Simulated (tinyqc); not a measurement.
# Worked calculation: voltage acceleration of oxide breakdown, four models on the same data

Numbers from tinyqc (`OMP_NUM_THREADS=1 python tinyqc.py 2070102 2070103 out.jsonl`; about 0.01 s on one thread of a shared Intel Xeon 2.30GHz). Printed values are rounded.

Field E = V/tox in MV/cm. Models: ln(t63/1 s) = a - c X with X = E (E model), -1/E (1/E model), ln V (power law, c the exponent n) or sqrt(E).

Inputs (values chosen for the exercise):

| symbol | value | unit | meaning |
|---|---|---|---|
| tox | 3 | nm | oxide thickness |
| Vu | 1.8 | V | use voltage |
| Ts | 398 | K | stress temperature |
| Tu | 328 | K | use temperature |
| Ea | 0.88 | eV | activation energy |
| ks | 5.9e-6 |  | factor for area and percentile |

Constants: q = 1.602176634e-19 C, kB = 1.380649e-23 J/K. Results are converted to the units shown.

Range of the model: All four laws are empirical fits; none is established far below the stress range.

## Fitting the models

| stress | V (V) | t63 (s) |
|---|---|---|
| 0 | 2.99 | 23880 |
| 1 | 3.49 | 84 |
| 2 | 4.03 | 0.188 |

The three stress times were made with the E model, c = 3.39, and are treated as data. For each model fit ln t63 on X by least squares over the three points.

| model | c | a | largest misfit in ln t63 (0: below 0.002) |
|---|---|---|---|
| E | 3.39003 | 43.8681 | 0.000000 |
| 1/E | 451.403 | -34.9522 | 0.580507 |
| power | 39.3362 | 53.3054 | 0.291851 |
| sqrt E | 23.1277 | 83.1680 | 0.145941 |

The worst misfit of any model is 0.58 in ln t63, a factor of 1.79 in time, comparable to the scatter of t63 from small samples, so such data hardly tell the models apart.

## Projection to use conditions

Project to Vu, multiply by exp[(Ea q/kB)(1/Tu - 1/Ts)] and by ks; ten years are 3.15576e8 s. The largest voltage for ten years solves the same relation for V.

temperature factor = 238.851

| model | lifetime (years) | largest voltage for ten years (V) |
|---|---|---|
| E | 0.737793 | 1.56932 |
| 1/E | 1.39300e7 | 2.21686 |
| power | 573.655 | 1.99517 |
| sqrt E | 14.6574 | 1.82438 |

The lifetimes span 7.28 decades, from the E model (most cautious) to the 1/E model; the allowed voltage spans 1.57 to 2.22 V. 3 of the four models pass ten years at Vu. Lifetimes beyond a thousand years are formal extrapolations.
